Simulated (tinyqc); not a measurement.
Lattice vibrations of a chain, step by step. Computed by tinyqc, a small Python program that keeps every step. Command: `OMP_NUM_THREADS=1 python tinyqc.py 31466 31467 out.jsonl` (the two numbers bound the seeds that draw the settings). One thread of a shared host (Intel(R) Xeon(R) Processor @ 2.60GHz), about 0.01 s of CPU time with the checks.

## Dynamical matrix at q = 0.23

A chain moving along its axis:
```
atom    mass (u)  spring to the next atom (eV/angstrom^2)
1     114.400000                                11.600000
2       6.900000                                16.100000
3      29.200000                                17.400000
4      27.600000                                10.200000
```

q is in units of 2 pi/a. A spring k from atom i to atom j, n cells on, adds k to Phi_ii and Phi_jj, -k exp(2 pi i q n) to Phi_ij and the conjugate to Phi_ji (for one atom a cell: 2k (1 - cos 2 pi q n)); D_ij = Phi_ij / sqrt(m_i m_j).

D(q) (eV/(angstrom^2 u)):
```
                     1          2          3                    4
1             0.190559  -0.412877   0.000000  -0.022751+0.180092i
2            -0.412877   4.014493  -1.134253             0.000000
3             0.000000  -1.134253   1.147260            -0.612919
4  -0.022751-0.180092i   0.000000  -0.612919             1.000000
```

## Frequencies

omega^2 are the eigenvalues; wavenumber = 521.4708 sqrt(eigenvalue) 1/cm.

eigenvalues: 0.036510  0.378296  1.480722  4.456785

wavenumbers (1/cm): 99.6  320.7  634.6  1100.9

weights |e|^2 of the mass-weighted modes:
```
          mode 1    mode 2    mode 3    mode 4
atom 1  0.698134  0.278186  0.015358  0.008323
atom 2  0.032262  0.028997  0.060960  0.877781
atom 3  0.135254  0.423101  0.331327  0.110318
atom 4  0.134350  0.269716  0.592355  0.003579
```

## Dispersion and heat capacity

C/k_B per atom = mean over q = (j + 1/2)/80, j = 0..39 and all branches of y^2 e^y/(e^y - 1)^2, y = hc wavenumber / k_B T.

Wavenumbers (1/cm):
```
q           branch 1    branch 2    branch 3     branch 4
0.000000    0.000000  343.077352  630.310218  1101.091686
0.062500   27.786826  341.309405  630.689243  1101.073477
0.125000   55.256466  336.119137  631.757890  1101.021597
0.187500   82.046599  327.844032  633.328628  1100.943884
0.250000  107.680473  317.053871  635.139622  1100.852106
0.312500  131.429288  304.626722  636.908002  1100.760210
0.375000  152.012442  291.998842  638.375675  1100.682212
0.437500  167.033362  281.695557  639.340995  1100.630047
0.500000  172.793767  277.498192  639.677143  1100.611721
```

Heat capacity:
```
T (K)  C/k_B per atom
20           0.052015
50           0.135426
100          0.263667
200          0.463715
300          0.608883
600          0.837911
1200         0.951586
```

zero-point energy per atom = 33.340695 meV
